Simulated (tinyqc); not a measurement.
Inside a calculation: deep level with several charge states, and Shockley-Read-Hall recombination. Values are carried at full precision from step to step, so a last printed digit may differ when a step is redone from the rounded ones.

Energies from Ev. The defect has charge states +1, 0, -1 with weights 1, gm exp((EF - E1)/kT), exp((2 EF - E1 - E2)/kT); the shares are the weights over their sum. Boltzmann carriers: n = Nc exp((EF - Eg)/kT), p = Nv exp(-EF/kT). Neutrality: p - n + Nd + Nt <q> = 0.

Constants: kB = 8.617333262e-05 eV/K.

Parameters, chosen for this exercise (gap and densities of states near those of Si at this temperature; the results hold for these values, not for the real material):
```
symbol  value     unit    meaning
Eg      1.079     eV      gap
Nc      5.03e+19  1/cm^3  conduction-band density of states
Nv      2.08e+19  1/cm^3  valence-band density of states
T       450       K
E1      0.349     eV      level (+1/0) above Ev
E2      0.777     eV      level (0/-1) above Ev
gm      1                 degeneracy of the middle state, the others 1
Nt      2.8e+13   1/cm^3  defects
Nd      8.4e+12   1/cm^3  ionised shallow donors minus acceptors
E_try   0.802     eV      trial Fermi level
Et      0.777     eV      recombination level above Ev
sn      1.2e-14   cm^2    electron capture cross-section
sp_     3.7e-16   cm^2    hole capture cross-section
vth     22000000  cm/s    thermal velocity, both carriers
Nm      3.5e+16   1/cm^3  equilibrium electrons for the lifetime steps
dn      1.6e+14   1/cm^3  excess pairs
```

## Charge states at a trial Fermi level

Form the exponents, the shares, the mean charge and the residual of neutrality at EF = E_try.

exponents of the second and third weights: 11.682  12.327

shares: +1 0.0000, 0 0.3442, -1 0.6558

<q> = -0.6558

n, p (1/cm^3): 3.97e+16  2.17e+10

residual = -3.98e+16 1/cm^3

The residual is negative, so EF must fall.

## The neutral state

Solve for EF.

EF = 0.5281 eV

shares at EF: +1 0.010, 0 0.989, -1 0.002

n = 3.40e+13 1/cm^3
p = 2.54e+13 1/cm^3

Without the defects the majority density would be 3.39e+13 1/cm^3; with them the density of these carriers is 3.40e+13, nearly the same. Most defects are in the state 0.

## Recombination through one level

One level at Et with degeneracy 1: tn = 1/(sn vth Nt), tp = 1/(sp_ vth Nt), n1 = Nc exp((Et - Eg)/kT), p1 = Nv exp(-Et/kT), ni^2 = n1 p1. Equilibrium n0 = Nm, p0 = ni^2/Nm; n = n0 + dn, p = p0 + dn. U = (n p - ni^2)/(tp (n + n1) + tn (p + p1)), lifetime dn/U; emission rates en = sn vth n1, ep = sp_ vth p1.

Evaluate each quantity.

tn, tp (microsecond): 0.1353  4.388

n1, p1 (1/cm^3): 2.09e+16  4.13e+10

U = 2.29e+19 1/(cm^3 s)
lifetime = 6.99 microsecond

The lifetime is 1.593 times the minority capture time tp and 1.55 times tn + tp, the limit of high injection.

## Emission and generation in a depleted region

With n = p = 0 the level generates pairs at G = Nt en ep/(en + ep); generation lifetime tg = ni/G; current density e G W for a width W = 1 micrometre, e = 1.602176634e-19 C.

en, ep (1/s): 5.51e+09  336

G = 9.42e+15 1/(cm^3 s)
tg = 3.12e+03 microsecond
current density = 1.51e-07 A/cm^2

The slower step, hole emission, limits the rate: en/ep = 1.64e+07.

## Checks

- U against hole capture minus emission at the steady occupation of the level (1/(cm^3 s)): both 2.289e+19.

Run: tinyqc, `OMP_NUM_THREADS=1 python tinyqc.py 1680810 1680811 out.jsonl`; Intel(R) Xeon(R) Processor @ 2.30GHz, one thread, shared host; about 0.01 s of CPU time with all checks.
